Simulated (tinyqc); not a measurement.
# Small-signal admittance of a forward-biased p+-n diode: effects of single changes

Holes injected into a neutral base of width wb with an ohmic contact at its end; low injection, p0 far above the equilibrium density. A small voltage v exp(i w t), w = 2 pi f, modulates the edge density by p0 v/Vt, and the small-signal density obeys Dp d2p/dx2 = (1/tau + i w) p.

Inputs (values chosen for the exercise); permittivity close to that of silicon: temperature T = 275 K; relative permittivity eps_r = 11.7; donor density of the base Nd = 2.1e16 cm^-3; hole diffusion coefficient Dp = 9.8 cm^2/s; hole lifetime tau = 9e-9 s; width of the neutral base wb = 0.83 um; excess hole density at the junction edge p0 = 1.7e13 cm^-3; acceptor density of the p+ side Na = 1e19 cm^-3; series resistance Rs = 0.0017 ohm cm^2; signal frequency f = 3.9e7 Hz.

Constants: q = 1.602176634e-19 C, kB = 1.380649e-23 J/K, Vt = kB T/q, eps0 = 8.8541878128e-14 F/cm where lengths are in cm. Results are converted to the units shown.

Each table varies one quantity; the others keep the values above.

## Admittance against frequency

L = sqrt(Dp tau); direct current J = (q Dp p0/L) coth(wb/L); k = sqrt(1 + i w tau)/L; diffusion admittance Y = (q Dp p0/Vt) k coth(k wb) = G + i w C_diff; junction capacitance C_j = sqrt(q eps0 eps_r Nd/(2 Vr)) in the depletion approximation, with the remaining barrier Vr = Vt ln(Na/p0), a rough value under forward bias; base-width modulation is left out. Measured admittance 1/[Rs + 1/(Y + i w C_j)].

The same in every row: C_j (uF/cm^2) = 0.07440.

Admittance against frequency:
```
f (Hz),w tau,G (S/cm^2),C_diff (uF/cm^2),measured G (S/cm^2),measured C (uF/cm^2),phase of the measured Y (degrees)
2e6,0.1131,13.92,0.003147,13.60,0.07400,3.911
6e6,0.3393,13.92,0.003147,13.61,0.07400,11.58
3e7,1.696,13.93,0.003147,13.94,0.07396,44.99
1e8,5.655,13.98,0.003143,17.39,0.07351,69.37
5e8,28.27,15.30,0.003056,95.08,0.06329,64.44
2e9,113.1,27.51,0.002283,425.3,0.02029,30.94
8e9,452.4,57.11,0.001133,573.2,0.001762,8.785
3e10,1696,110.5,5.858e-4,587.0,1.296e-4,2.382
1e11,5655,201.7,3.209e-4,588.1,1.173e-5,0.7178
```

What does the comparison show?

G starts at J/Vt = 13.9 S/cm^2 and C_diff at (J tau/(2 Vt))(1 - 2 x/sinh 2x) = 0.00315 uF/cm^2, x = wb/L = 0.279. Between the last two rows G goes as f^(0.50) and C_diff as f^(-0.50); the limits are 1/2 and -1/2, reached when the signal penetrates only sqrt(Dp/w). The measured C is 4.6 % below C_diff + C_j in the first row and 100 % below it in the last, the difference being due to Rs.

## Effect of the excess hole density at the junction edge

Same model as above.

The same in every row: w tau = 2.2054.

Result of one run:
```
p0 (cm^-3),G (S/cm^2),C_diff (uF/cm^2),C_j (uF/cm^2),measured G (S/cm^2),measured C (uF/cm^2),phase of the measured Y (degrees)
2e13,16.389,0.0037018,0.074861,16.525,0.074287,47.768
```

What becomes of these results when the excess hole density at the junction edge p0 is changed from 2e13 to 2e10 cm^-3, all else the same?

Result of the changed run:
```
p0 (cm^-3),G (S/cm^2),C_diff (uF/cm^2),C_j (uF/cm^2),measured G (S/cm^2),measured C (uF/cm^2),phase of the measured Y (degrees)
2e10,0.016389,3.7018e-6,0.060593,0.39095,0.060555,88.491
```

The whole series:
```
p0 (cm^-3),G (S/cm^2),C_diff (uF/cm^2),C_j (uF/cm^2),measured G (S/cm^2),measured C (uF/cm^2),phase of the measured Y (degrees)
2e9,0.0016389,3.7018e-7,0.057384,0.33759,0.057352,88.624
2e10,0.016389,3.7018e-6,0.060593,0.39095,0.060555,88.491
2e11,0.16389,3.7018e-5,0.064408,0.58714,0.064363,87.868
2e12,1.6389,3.7018e-4,0.069048,2.1218,0.068976,82.845
2e13,16.389,0.0037018,0.074861,16.525,0.074287,47.768
2e14,163.89,0.037018,0.082443,128.88,0.072961,7.8981
2e15,1638.9,0.37018,0.092921,433.27,0.032222,1.0440
```

As p0 goes from 2e9 to 2e15, G rises from 0.00164 to 1640 S/cm^2, C_diff rises from 3.70e-7 to 0.370 uF/cm^2 and the measured C goes from 0.0574 through a maximum of 0.0743 (at p0 = 2e13 among the rows listed) to 0.0322 uF/cm^2. C_diff exceeds C_j for p0 = 2e15. At low w the measured C is (C_diff + C_j)/(1 + G Rs)^2, which falls once G Rs nears 1.

Program tinyqc, `OMP_NUM_THREADS=1 python tinyqc.py 2890170 2890171 out.jsonl`; Intel Xeon 2.30GHz, shared host, one thread, about 0.01 s.
